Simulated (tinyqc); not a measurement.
Worked calculation: ROHF in the 6-311g basis, for H2-, spin multiplicity 2. The basis has no diffuse functions, so it cannot describe the extra electron: this is an exercise in the method, not the real anion. One step of it, computed by the program tinyqc.

Question. Iteration 1: Roothaan effective Fock matrix. With projectors Pc = D(beta) S, Po = (D(alpha) - D(beta)) S, Pv = 1 - D(alpha) S, the block xy is Px^T F Py; with Fc = (F(alpha) + F(beta))/2, the blocks are Fc for cc, oo, vv and cv, F(beta) for co and F(alpha) for ov.

F(alpha) (hartree), lower triangle:
```
           1H 1s      1H 2s      1H 3s      2H 1s      2H 2s      2H 3s
1H 1s   0.951003
1H 2s  -0.293871  -0.168592
1H 3s  -0.451314  -0.277237  -0.100010
2H 1s  -0.441203  -0.437314  -0.424534   0.951003
2H 2s  -0.437314  -0.386414  -0.331813  -0.293871  -0.168592
2H 3s  -0.424534  -0.331813  -0.150360  -0.451314  -0.277237  -0.100010
```

F(beta) (hartree), lower triangle:
```
           1H 1s      1H 2s      1H 3s      2H 1s     2H 2s     2H 3s
1H 1s   1.355402
1H 2s   0.099320   0.282069
1H 3s  -0.173165   0.069281   0.181894
2H 1s  -0.247650  -0.149341  -0.178146   1.355402
2H 2s  -0.149341   0.000431  -0.006786   0.099320  0.282069
2H 3s  -0.178146  -0.006786   0.123618  -0.173165  0.069281  0.181894
```

D(alpha) at the start, lower triangle:
```
           1H 1s      1H 2s     1H 3s     2H 1s     2H 2s     2H 3s
1H 1s   0.095811
1H 2s   0.155762   0.253366
1H 3s   0.098339   0.159805  0.100965
2H 1s   0.001736  -0.000844  0.003511  0.095811
2H 2s  -0.000844  -0.007337  0.001944  0.155762  0.253366
2H 3s   0.003511   0.001944  0.005377  0.098339  0.159805  0.100965
```

D(beta) at the start, lower triangle:
```
           1H 1s      1H 2s     1H 3s     2H 1s     2H 2s     2H 3s
1H 1s   0.047905
1H 2s   0.077881   0.126683
1H 3s   0.049169   0.079903  0.050482
2H 1s   0.000868  -0.000422  0.001755  0.047905
2H 2s  -0.000422  -0.003668  0.000972  0.077881  0.126683
2H 3s   0.001755   0.000972  0.002688  0.049169  0.079903  0.050482
```

overlap S, lower triangle:
```
          1H 1s     1H 2s     1H 3s     2H 1s     2H 2s     2H 3s
1H 1s  1.000000
1H 2s  0.706377  1.000000
1H 3s  0.373664  0.788963  1.000000
2H 1s  0.188452  0.366801  0.293884  1.000000
2H 2s  0.366801  0.662011  0.647397  0.706377  1.000000
2H 3s  0.293884  0.647397  0.878045  0.373664  0.788963  1.000000
```

Give: effective F.

Answer.

effective F (hartree), lower triangle:
```
        1H 1s  1H 2s  1H 3s  2H 1s  2H 2s  2H 3s
1H 1s   1.355
1H 2s   0.225  0.563
1H 3s   0.011  0.399  0.538
2H 1s  -0.127  0.039  0.025  1.355
2H 2s   0.039  0.318  0.335  0.225  0.563
2H 3s   0.025  0.335  0.484  0.011  0.399  0.538
```
